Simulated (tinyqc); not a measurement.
Rate against the binding of B: microkinetic model of a Langmuir-Hinshelwood surface reaction A + (1/2) B2 = AB with Bronsted-Evans-Polanyi barriers. Computed by tinyqc, a small Python program. Command: `OMP_NUM_THREADS=1 python tinyqc.py 3031971 3031972 out.jsonl microkin walk`. One thread of a shared host (Intel(R) Xeon(R) Processor @ 2.30GHz), about 0.01 s of CPU time with the checks.

A adsorbs in equilibrium; B2 dissociates irreversibly on two free sites; adsorbed A and B react irreversibly and AB leaves at once. theta_A + theta_B + theta_* = 1.

Inputs (values chosen for the exercise, for a model catalyst):
```
quantity                               value   unit
adsorption energy of A, E_A            -1.31     eV
entropy loss of A, S_A                   1.7  meV/K
entropy loss of B2, S_B                  1.6  meV/K
slope a1 of the dissociation barrier    0.69      -
intercept b1                             1.1     eV
slope a2 of the reaction barrier        0.36      -
intercept b2                            0.19     eV
pressure p_A                          0.0064    bar
pressure p_B                             0.5    bar
temperature T                            600      K
```

Constants: k_B = 8.617333262e-05 eV/K; hbar = 6.582119569e-16 eV s.

Method. K_A = exp(-(E_A + T S_A)/(k_B T)) per bar; barriers E1 = max(b1 + a1 2 E_B, 0), E2 = b2 - a2 (E_A + E_B); k1 = (k_B T/h) exp(-S_B/k_B) exp(-E1/(k_B T)) per bar, k2 = (k_B T/h) exp(-E2/(k_B T)), h = 2 pi hbar. theta_A = K_A p_A theta_*; 2 k1 p_B theta_*^2 = k2 theta_A theta_B, so theta_B = w theta_* with w = 2 k1 p_B/(k2 K_A p_A); theta_* = 1/(1 + K_A p_A + w); rate r = k2 theta_A theta_B.

Changing E_B at fixed E_A:
```
E_B (eV)  E1 (eV)  E2 (eV)     theta_*     theta_A     theta_B  log10 r
-2.40           0   1.5256  3.0989e-05  5.4110e-05  9.9991e-01  -3.9843
-2.10           0   1.4176  2.5009e-04  4.3669e-04  9.9931e-01  -2.1705
-1.80           0   1.3096  2.0098e-03  3.5094e-03  9.9448e-01  -0.3603
-1.50           0   1.2016  1.5620e-02  2.7274e-02  9.5711e-01   1.4207
-1.25           0   1.1116  7.4109e-02  1.2940e-01  7.9649e-01   2.7731
-1.00           0   1.0216  2.1592e-01  3.7703e-01  4.0705e-01   3.7019
-0.75       0.065   0.9316  3.5209e-01  6.1479e-01  3.3117e-02   3.5807
-0.50       0.410   0.8416  3.6415e-01  6.3584e-01  7.6005e-06   0.7120
-0.25       0.755   0.7516  3.6415e-01  6.3585e-01  1.6866e-09  -2.1858
0.00        1.100   0.6616  3.6415e-01  6.3585e-01  3.7425e-13  -5.0837
```

What does the comparison show, and why?

The rate is highest at E_B = -1 eV among these rows, where theta_B = 0.41. On the weak-binding side log10 r falls by 11.6 per eV, from the dissociation barrier (2 a1/(k_B T ln 10) = 11.6). On the strong-binding side B fills the surface and the rate falls again: the Sabatier volcano.

Extremes, crossings and ranges named in words are read from the listed rows.
